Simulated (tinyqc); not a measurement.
Spin coating of a resist or spin-on film: centrifugal thinning, evaporation and the final thickness (Emslie and Meyerhofer models). Which input was changed? Computed by tinyqc, a small Python program. Command: `OMP_NUM_THREADS=1 python tinyqc.py 3113415 3113416 out.jsonl spincoat which`. One thread of a shared host (Intel(R) Xeon(R) Processor @ 2.30GHz), about 1 s of CPU time with the checks.

A Newtonian film stays uniform over the wafer; solvent and solids have the same density and the concentration is uniform through the thickness.

Inputs (values chosen for the exercise, of the order of those of a polymer resist in an ester solvent):
```
quantity,value,unit
solids volume fraction c0,0.13,-
kinematic viscosity of the solvent nu_s,0.86,mm^2/s
viscosity constant k,1400,mm^2/s
viscosity exponent gamma,2.9,-
spin speed f,1000,rpm
evaporation rate at 1000 rpm e0,0.26,micrometre/s
starting thickness h0,600,micrometre
wafer radius R,50,mm
shrinkage in the bake,9.7,%
```

Method:
- omega = 2 pi f/60; nu(c) = nu_s + k c^gamma; evaporation rate e = e0 sqrt(f/1000 rpm).
- Flow constant K = 2 omega^2/(3 nu(c0)); Reynolds number of the air omega R^2/nu_air with nu_air = 15 mm^2/s.
- Meyerhofer estimate: flow rules until (1 - c0) K h^3 = e, then evaporation alone: h_w = (e/((1 - c0) K))^(1/3), dry film c0 h_w.
- Full model for solids s and liquid l per area, h = s + l, c = s/h: ds/dt = -c Q, dl/dt = -(1 - c) Q - e, Q = 2 omega^2 h^3/(3 nu(c)); integrated adaptively (relative tolerance 1e-9) until l = 0.
- Dry film = s at l = 0, before the bake; film after the bake = s x (1 - shrinkage).

Problem. One of these inputs alone was changed, within the range given: solids volume fraction c0 (0.065 to 0.26); kinematic viscosity of the solvent nu_s (0.43 to 1.72); viscosity constant k (700 to 2800); viscosity exponent gamma (1.45 to 5.8). Which one, and to what value?

Results:
```
run,"dry film, estimate (nm)",wet thickness h_w (micrometre),time to dry (s)
before,746.4947,5.742267,25.60106
after,535.8342,4.961428,22.59760
```

Solution.

Each candidate set to reproduce dry film, estimate, and what it then gives:
```
candidate,range searched,value needed,wet thickness h_w (micrometre),time to dry (s)
solids volume fraction c0,0.065 to 0.26,0.1080,4.9614,22.598
kinematic viscosity of the solvent nu_s (mm^2/s),0.43 to 1.72,out of reach,-,-
viscosity constant k (mm^2/s),700 to 2800,out of reach,-,-
viscosity exponent gamma,1.45 to 5.8,3.629,4.1218,18.170
```

Only solids volume fraction c0 fits every result: it went from 0.13 to 0.108. The next best candidate, viscosity exponent gamma, misses one result by 20 %.
